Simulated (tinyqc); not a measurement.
# Carrier lifetime of a p-type layer with SRH, radiative, Auger and surface recombination, step by step

tinyqc, about 0.01 s, one thread, Intel Xeon 2.30GHz (shared host): `OMP_NUM_THREADS=1 python tinyqc.py 2300062 2300063 out.jsonl` Printed values are rounded.

Uniform excess density dn = dp (no trapping), n = n0 + dn, p = p0 + dn, Boltzmann statistics, full ionisation. Surfaces enter as a rate 2 S dn/d, which holds while diffusion to them is fast.

Values chosen for this exercise; band and dielectric values close to those of silicon: temperature T = 300 K; band gap Eg = 1.14 eV; conduction-band density of states at T Nc = 2.82e19 cm^-3; valence-band density of states at T Nv = 2.6e19 cm^-3; radiative coefficient B = 4.63e-15 cm^3/s; acceptor density N = 1.7e15 cm^-3; Auger coefficient (two electrons) Cn = 1.9e-31 cm^6/s; Auger coefficient (two holes) Cp = 2.5e-31 cm^6/s; trap density Nt = 1.9e10 cm^-3; capture cross-section for electrons sn = 3e-16 cm^2; capture cross-section for holes sp = 2e-17 cm^2; thermal velocity (both carriers) vth = 2.1e7 cm/s; trap level below the conduction band Et = 0.7 eV; surface recombination velocity (both faces) S = 0 cm/s; sample thickness d = 4 um; generation rate G = 2.4e20 cm^-3 s^-1.

Constants: q = 1.602176634e-19 C, kB = 1.380649e-23 J/K, Vt = kB T/q. Results are converted to the units shown.

## Equilibrium densities and SRH constants

ni = sqrt(Nc Nv) exp(-Eg/(2 Vt)), Eg in volts; majority density N/2 + sqrt(N^2/4 + ni^2), n0 p0 = ni^2; n1 = Nc exp(-Et/Vt), p1 = Nv exp((Et - Eg)/Vt); tn0 = 1/(sn vth Nt), tp0 = 1/(sp vth Nt).

ni = 7.195031e9 cm^-3
n0 = 30452.04 cm^-3
p0 = 1.700000e15 cm^-3
n1 = 4.906442e7 cm^-3
p1 = 1.055112e12 cm^-3
tn0 = 0.008354219 s
tp0 = 0.1253133 s

## Starting value

dn = 3e17 cm^-3.

dn at the start = 3e17 cm^-3

## Iteration 1: new dn

With e = n p - ni^2 = dn (n0 + p0 + dn): U_SRH = e/(tp0 (n + n1) + tn0 (p + p1)), U_rad = B e, U_Aug = (Cn n + Cp p) e, U_s = 2 S dn/d. Newton step on ln U(ln dn) = ln G, U the sum: k = d ln U/d ln dn (central difference over factors 1.0001), dn(new) = dn (G/U)^(1/k).

U_SRH = 2.256294e18 cm^-3 s^-1
U_rad = 4.190613e20 cm^-3 s^-1
U_Aug = 1.198579e22 cm^-3 s^-1
U_s = 0 cm^-3 s^-1
k = 2.957125
dn after iteration 1 = 7.901093e16 cm^-3

## Iteration 2: new dn

As before.

U_SRH = 6.030072e17 cm^-3 s^-1
U_rad = 2.952572e19 cm^-3 s^-1
U_Aug = 2.244070e20 cm^-3 s^-1
U_s = 0 cm^-3 s^-1
k = 2.847556
dn after iteration 2 = 7.739608e16 cm^-3

## Course of the iteration

Stop when the step is below 1e-10 of the value, or after 40 iterations.

Course of the iteration:

| iteration | dn before the step (cm^-3) | step (cm^-3) |
|---|---|---|
| 1 | 3e17 | -2.21e17 |
| 2 | 7.901093e16 | -1.61e15 |
| 3 | 7.739608e16 | -8.14e11 |
| 4 | 7.739526e16 | -2.13e5 |

Converged in 4 iterations.

## Lifetime, shares and quasi-Fermi splitting

converged dn = 7.739526e16 cm^-3

With e = n p - ni^2 = dn (n0 + p0 + dn): U_SRH = e/(tp0 (n + n1) + tn0 (p + p1)), U_rad = B e, U_Aug = (Cn n + Cp p) e, U_s = 2 S dn/d. tau = dn/U, shares of U, splitting Vt ln(n p/ni^2), radiative efficiency U_rad/U.

tau = 3.224803e-4 s
shares (%): SRH 0.24622, radiative 11.80958, Auger 87.94420, surface 0.00000
quasi-Fermi splitting = 0.8377035 V

Auger recombination takes the largest share. dn is 46 times the doping: high injection.
